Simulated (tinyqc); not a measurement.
Width of the well: finite square well with mass mismatch (envelope functions).

A square well of width L and depth V0, mass mw inside and mb outside, energies from the bottom of the well, c = hbar^2/2m0. k = sqrt(mw E/c), kappa = sqrt(mb (V0 - E)/c). psi and psi'/m are continuous at the walls (BenDaniel-Duke), so level n solves k L + 2 atan[(k/mw)/(kappa/mb)] = n pi.

Constants: hbar^2/2m0 = 3.80998211 eV angstrom^2.

Parameters, chosen for this exercise (near those of a GaAs well in AlGaAs; the results hold for these values, not for the real material):
- V0 = 0.283 eV (barrier height)
- mw = 0.0672 m0 (mass in the well)
- mb = 0.096 m0 (mass in the barrier)
- Ls = (22, 28, 35, 43, 54, 68, 85) angstrom (widths)

Levels against L, beside the infinite well E1(hard) = c (pi/L)^2/mw; Pb is the probability of level 1 in the barriers; a dash marks an unbound level.

Levels:

| L (angstrom) | bound levels | E1 (eV) | E2 (eV) | E1(hard) (eV) | Pb |
|---|---|---|---|---|---|
| 22 | 1 | 0.1693 | - | 1.1561 | 0.394 |
| 28 | 1 | 0.1410 | - | 0.7137 | 0.291 |
| 35 | 1 | 0.1154 | - | 0.4568 | 0.211 |
| 43 | 1 | 0.0934 | - | 0.3026 | 0.151 |
| 54 | 2 | 0.0719 | 0.2585 | 0.1919 | 0.101 |
| 68 | 2 | 0.0537 | 0.2053 | 0.1210 | 0.064 |
| 85 | 2 | 0.0395 | 0.1549 | 0.0774 | 0.040 |

What does the comparison show, and why?

The infinite well overestimates E1 by a factor 6.83 at 22 angstrom and 1.96 at 85 angstrom. The local exponent d ln E1/d ln L goes from -0.76 (first two rows) to -1.37 (last two), towards the -2 of hard walls, as Pb falls from 0.394 to 0.040. E2 - E1 is largest at 54 angstrom of the widths listed.

(tinyqc, `OMP_NUM_THREADS=1 python tinyqc.py 1251579 1251580 out.jsonl`, Intel(R) Xeon(R) Processor @ 2.30GHz, 1 thread, shared host, about 0.01 s.)
